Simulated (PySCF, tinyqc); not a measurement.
Inside a calculation. Method: RHF in the sto-3g basis, for Be, spin multiplicity 1. This run ends on a higher stationary point, not on the lowest solution. The lowest restricted solution is unstable here: a spin-polarised one lies 0.0012 hartree lower (PySCF). Computed by tinyqc, a small Python program that keeps every step (integrals from PySCF). Settings: charge = 0, multiplicity = 1, basis = sto-3g, energy threshold = 1e-09, iteration cap = 64, orthogonalisation = symmetric, start = Wolfsberg-Helmholz matrix, DIIS depth = 6, method = RHF. Command: `OMP_NUM_THREADS=1 python tinyqc.py 28553 28554 out.jsonl` (the two numbers bound the seeds that draw the settings). One thread of a shared host (Intel(R) Xeon(R) Processor @ 2.60GHz), about 0.03 s of CPU time with the checks.

Geometry (angstrom):
```
atom,x,y,z
Be,0.000000,0.000000,0.000000
```

Stop when the energy changes by less than 1e-09 hartree and every element of the error matrix X^T (F D S - S D F) X is below 9e-06.

Course of the cycle:
```
iteration,E (hartree),change,largest element of the error matrix
1,-14.01246367,-,4.33e-02
2,-14.01268989,-2.26e-04,4.11e-03
3,-14.01269195,-2.06e-06,1.56e-06
4,-14.01269195,-2.34e-13,6.97e-07
```

Can the last value be used, and what does the course show?

No, though the log alone does not show it. Converged in 4 iterations. But the solution lies 0.33919 hartree above the reference: it is another stationary point, not the lowest restricted one. Reruns (cap 100 unless said): DIIS 8: converged in 4 to a higher stationary point; damping 0.5: converged in 19 to a higher stationary point; level shift 0.5: converged in 6 to a higher stationary point; atomic densities as start, DIIS 8: converged in 3. PySCF RHF in the same basis = -14.35188048 hartree.
